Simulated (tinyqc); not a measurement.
Vacancy excess varied: nucleation and growth of vacancy voids in a cooling silicon-like crystal. Computed by tinyqc, a small Python program. Command: `OMP_NUM_THREADS=1 python tinyqc.py 3005552 3005553 out.jsonl voids walk`. One thread of a shared host (Intel(R) Xeon(R) Processor @ 2.30GHz), about 0.2 s of CPU time with the checks.

Spherical voids; vacancies are lost only to voids.

Inputs (values chosen for the exercise, close to those used for silicon):
```
quantity                                    value    unit
vacancy density at the melting point C_m  4.9e+14  1/cm^3
formation energy E_f                         3.72      eV
melting point T_m                            1685       K
diffusion prefactor D0                     0.0017  cm^2/s
migration energy E_m                          0.4      eV
site density rho                            5e+22  1/cm^3
void surface energy gamma                   0.857   J/m^2
cooling rate q                                4.5   K/min
ratio (V/G)/xi_c                             2.33       -
limit of the excess at high V/G           1.5e+14  1/cm^3
temperature step                             0.25       K
```

Vacancy supply: from V/G.

Constants: k_B = 8.617333262e-05 eV/K; k_B = 1.380649e-23 J/K.

Method:
- C = C_x (u - 1)/(u + 0.2) with u = (V/G)/xi_c, a form chosen for the exercise.
- C_e = C_m exp[-(E_f/k_B)(1/T - 1/T_m)]; D = D0 exp(-E_m/(k_B T)); f = k_B T ln(C/C_e); r* = 2 gamma/(rho f); W* = 16 pi gamma^3/(3 rho^2 f^2); Z = f/sqrt(12 pi W* k_B T); I = rho Z (4 pi r* D C) exp(-W*/(k_B T)).
- March down from 1500 K in steps dT, dt = dT/q, with values at the upper end of each step: a class of I dt voids is born with r*; then all classes grow by r^2 += 2 D (C - C_e) dt/rho; C falls by the vacancies added to voids. Stop at 1150 K. T_n is the T of the largest I, N the final count (classes under 1e-6 /cm^3 are dropped), and the mean radius the number average.

initial excess C = 7.88538e+13 1/cm^3

At fixed q:
```
C (1/cm^3)  T_n (K)  N (1/cm^3)  mean radius (nm)
3.20e+13    1341.75  2.8385e+06             37.46
4.70e+13    1363.00  2.1299e+06             46.88
7.90e+13    1392.50  1.4454e+06             63.47
1.30e+14    1421.75  9.9696e+05             84.85
2.00e+14    1448.00  7.2328e+05            109.05
```

What follows from these numbers?

More vacancies nucleate earlier (T_n rises by 106 K) and give fewer, larger voids: N goes as C^-0.75 and the radius as C^0.58, steeper than the -1/2 and +1/2 of the scaling argument at fixed D, because D rises with T_n.

Extremes, crossings and ranges named in words are read from the listed rows.
